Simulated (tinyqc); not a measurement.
Extended Hueckel theory, for H6-, step by step. The parameters take no account of the charge, which enters only through the electron count, and nothing here shows that the anion is bound. One step of it, computed by the program tinyqc.

Problem. Mulliken analysis. P = C n C^T; charge = valence electrons (H 1) minus the sum of (P S)_ii on the atom; overlap population = 2 sum P_ij S_ij between two atoms.

coefficients, order 1H 1s, 2H 1s, 3H 1s, 4H 1s, 5H 1s, 6H 1s:
$$\begin{pmatrix}
0.196261 & 0.372353 & 0.437600 & 0.671306 & -0.800773 & 0.541387 \\
0.271512 & 0.382465 & 0.227724 & -0.463302 & 0.957620 & -0.884637 \\
0.338803 & 0.113440 & -0.435988 & -0.641450 & -0.303552 & 1.205536 \\
0.338803 & -0.113440 & -0.435988 & 0.641450 & -0.303552 & -1.205536 \\
0.271512 & -0.382465 & 0.227724 & 0.463302 & 0.957620 & 0.884637 \\
0.196261 & -0.372353 & 0.437600 & -0.671306 & -0.800773 & -0.541387
\end{pmatrix}$$

occupations: [2.000000, 2.000000, 2.000000, 1.000000, 0.000000, 0.000000]

overlap S, order 1H 1s, 2H 1s, 3H 1s, 4H 1s, 5H 1s, 6H 1s:
$$\begin{pmatrix}
1.000000 & 0.636388 & 0.142695 & 0.039222 & 0.005019 & 0.001032 \\
0.636388 & 1.000000 & 0.432106 & 0.142695 & 0.021509 & 0.005019 \\
0.142695 & 0.432106 & 1.000000 & 0.636388 & 0.142695 & 0.039222 \\
0.039222 & 0.142695 & 0.636388 & 1.000000 & 0.432106 & 0.142695 \\
0.005019 & 0.021509 & 0.142695 & 0.432106 & 1.000000 & 0.636388 \\
0.001032 & 0.005019 & 0.039222 & 0.142695 & 0.636388 & 1.000000
\end{pmatrix}$$

Give: charges; Overlap populations.

Solution.

charges: 1H -0.286, 2H -0.035, 3H -0.178, 4H -0.178, 5H -0.035, 6H -0.286

Overlap populations:
```
pair      value
2-1    0.355976
3-1   -0.169727
3-2    0.319211
4-1    0.007651
4-2   -0.113743
4-3    0.219617
5-1    0.003333
5-2   -0.011015
5-3   -0.113743
5-4    0.319211
6-1   -0.000553
6-2    0.003333
6-3    0.007651
6-4   -0.169727
6-5    0.355976
```
